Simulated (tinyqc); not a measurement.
Shallow donor in effective-mass theory, with valley-orbit splitting: one step. The valley-orbit matrix. Two cases, with inputs chosen for the exercise.

Problem. Fill it in with the strain.

Basis: the 1s envelopes of the valleys +x, -x, +y, -y, +z, -z. Diagonal E0 - D0, element -D2 between opposite valleys and -D1 between perpendicular ones. Strain along [001] adds 2 Ds/3 to the z valleys and -Ds/3 to the others.

Give: H.

Case 1.

Values chosen (near those of a group-V donor in Si; shifted at random, so the results belong to these values and not to a real crystal): E0 = -31.3 meV (single-valley level); D0 = 2.6 meV (central-cell shift); D1 = 2.12 meV (coupling of perpendicular valleys); D2 = 0.88 meV (coupling of opposite valleys); Ds = 36.5 meV (strain splitting: z valleys less the others).

Solution.

H (meV):
```
         +x       -x       +y       -y      +z      -z
+x  -46.067   -0.880   -2.120   -2.120  -2.120  -2.120
-x   -0.880  -46.067   -2.120   -2.120  -2.120  -2.120
+y   -2.120   -2.120  -46.067   -0.880  -2.120  -2.120
-y   -2.120   -2.120   -0.880  -46.067  -2.120  -2.120
+z   -2.120   -2.120   -2.120   -2.120  -9.567  -0.880
-z   -2.120   -2.120   -2.120   -2.120  -0.880  -9.567
```

Case 2.

Values chosen (near those of a group-V donor in Si; shifted at random, so the results belong to these values and not to a real crystal): E0 = -33 meV (single-valley level); D0 = 6.7 meV (central-cell shift); D1 = 6.75 meV (coupling of perpendicular valleys); D2 = 5.77 meV (coupling of opposite valleys); Ds = -7.7 meV (strain splitting: z valleys less the others).

Solution.

H (meV):
```
         +x       -x       +y       -y       +z       -z
+x  -37.133   -5.770   -6.750   -6.750   -6.750   -6.750
-x   -5.770  -37.133   -6.750   -6.750   -6.750   -6.750
+y   -6.750   -6.750  -37.133   -5.770   -6.750   -6.750
-y   -6.750   -6.750   -5.770  -37.133   -6.750   -6.750
+z   -6.750   -6.750   -6.750   -6.750  -44.833   -5.770
-z   -6.750   -6.750   -6.750   -6.750   -5.770  -44.833
```

Computed by tinyqc, one run a case: `OMP_NUM_THREADS=1 python tinyqc.py N N+1 out.jsonl` with N = 1281702, 1281774; one thread of a shared Intel(R) Xeon(R) Processor @ 2.30GHz, about 0.01 s a run at most.
